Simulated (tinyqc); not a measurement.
# From one set of inputs to another, one input at a time

Model: ion implantation: universal nuclear stopping, Lindhard-Scharff electronic stopping and a Gaussian range profile. Computed by tinyqc, a small Python program. Command: `OMP_NUM_THREADS=1 python tinyqc.py 3020811 3020812 out.jsonl implant ladder`. One thread of a shared host (Intel(R) Xeon(R) Processor @ 2.30GHz), about 0.1 s of CPU time with the checks.

An ion slows by elastic collisions with screened nuclei and by friction with electrons; channelling is ignored and the target is uniform.

The inputs printed are set A. Set A is modelled on aluminium ions in diamond; the values taken over come from a set modelled on germanium ions in germanium. Inputs not listed in the table keep their values of set A, so the rows need not describe a real material.

Inputs (values chosen for the exercise, modelled on aluminium ions in diamond):
```
quantity,value,unit
ion atomic number Z1,13,-
ion mass M1,27,u
target atomic number Z2,6,-
target mass M2,12.01,u
target density N,176.3,1/nm^3
ion energy E,24,keV
scale factor of electronic stopping k,1.4,-
dose Q,3.1e+12,1/cm^2
displacement energy E_d,40,eV
```

Method:
- Reduced energy eps = 32.53 M2 E/(Z1 Z2 (M1 + M2)(Z1^0.23 + Z2^0.23)), E in keV; s_n = ln(1 + 1.1383 eps)/(2 (eps + 0.01321 eps^0.21226 + 0.19593 eps^0.5)) for eps up to 30 and ln(eps)/(2 eps) above; S_n = 8.462 Z1 Z2 M1 s_n/((M1 + M2)(Z1^0.23 + Z2^0.23)) in 1e-15 eV cm^2.
- S_e = k 3.83 Z1^(7/6) Z2/(Z1^(2/3) + Z2^(2/3))^(3/2) sqrt(E/M1) in 1e-15 eV cm^2, E in keV.
- Path length R = int_0^E dE'/(N (S_n + S_e)); energy lost to nuclei nu = int_0^E S_n/(S_n + S_e) dE' (both with E' = E y^3 and 64 Gauss-Legendre points in y).
- Estimates of Lindhard type: R_p = R/(1 + M2/(3 M1)), straggle dR_p = (2/3) R_p sqrt(M1 M2)/(M1 + M2).
- Kinchin-Pease count with efficiency 0.8: N_d = 0.8 nu/(2 E_d), taking all of nu as damage energy (an upper estimate, as recoils also lose energy to electrons). Spread over a depth R_p + dR_p, displacements per atom = Q N_d/(N (R_p + dR_p)).

Each row keeps all changes above it:
```
input moved,from,to,projected range R_p (nm),energy lost to nuclei nu (keV),displacements per atom
set A,-,-,20.58,18.14,1.185e-03
dose Q (1/cm^2),3.1e+12,2.7e+15,20.58,18.14,1.032e+00
target mass M2 (u) and target atomic number Z2 and target density N (1/nm^3) and displacement energy E_d (eV),"12.01, 6, 176.3, 40","72.63, 32, 44.2, 15",29.42,16.69,7.127e+00
scale factor of electronic stopping k,1.4,1.5,28.83,16.34,7.120e+00
ion energy E (keV),24,4.3,9.37,3.33,4.467e+00
ion mass M1 (u) and ion atomic number Z1,"27, 13","74, 32",6.59,3.78,7.010e+00
```

Projected range R_p goes from 20.6 to 6.59, a factor 0.320 in all. The largest single move comes from ion energy E (a factor 0.325), and target mass M2 with target atomic number Z2 with target density N with displacement energy E_d works against it (a factor 1.43). Energy lost to nuclei nu goes from 18.1 to 3.78, a factor 0.208 in all. The largest single move comes from ion energy E (a factor 0.204). Displacements per atom goes from 0.00119 to 7.01, a factor 5910 in all. The largest single move comes from dose Q (a factor 871). The single moves hold for this order of the switches; the total does not depend on the order.

Caution (rows dose Q, target mass M2, scale factor of electronic stopping k, ion energy E, ion mass M1): above a few tenths of a displacement per atom cascades overlap, so the count overstates new damage; heavy ions turn silicon and germanium amorphous at such levels, while light ions such as boron and metal targets anneal much of the damage.

Extremes, crossings and ranges named in words are read from the listed rows.
